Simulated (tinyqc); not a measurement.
# Retention against time

Retention: filled traps are spread evenly in depth from E1 to E2, and each empties at the rate nu exp(-E/kB T). The share left is the mean of exp(-nu t exp(-E/kB T)) = [kB T/(E2 - E1)] [E1x(nu t exp(-E2/kB T)) - E1x(nu t exp(-E1/kB T))], E1x the exponential integral; traps shallower than about Ed = kB T ln(nu t) are empty.

Values chosen for this exercise:
- T = 358 K (storage temperature)
- E1 = 0.74 eV (shallowest trap depth)
- E2 = 2.04 eV (deepest trap depth)
- nu = 1e12 1/s (attempt frequency)

Constants: q = 1.602176634e-19 C, kB = 1.380649e-23 J/K, Vt = kB T/q. Results are converted to the units shown.

Results:

| t (s) | Ed (eV) | share left |
|---|---|---|
| 1 | 0.8524 | 0.8998 |
| 100 | 0.9945 | 0.7905 |
| 10000 | 1.137 | 0.6813 |
| 1e5 | 1.208 | 0.6266 |
| 1e6 | 1.279 | 0.5720 |
| 1e7 | 1.350 | 0.5173 |
| 1e9 | 1.492 | 0.4080 |

Estimate the missing row, t = 1e8 s.

Computed row:

| t (s) | Ed (eV) | share left |
|---|---|---|
| 1e8 | 1.421 | 0.4627 |

With this row back in the table: The share left falls from 0.900 to 0.408. Ed moves by 0.0710 eV a decade and reaches E1 at t = 0.0261 s; from then on the loss is linear in log t, 5.46 % a decade, until Ed comes within a few kB T of E2, which it reaches at 5.23e16 s.

tinyqc, about 0.01 s, one thread, Intel Xeon 2.30GHz (shared host): `OMP_NUM_THREADS=1 python tinyqc.py 2130070 2130071 out.jsonl`
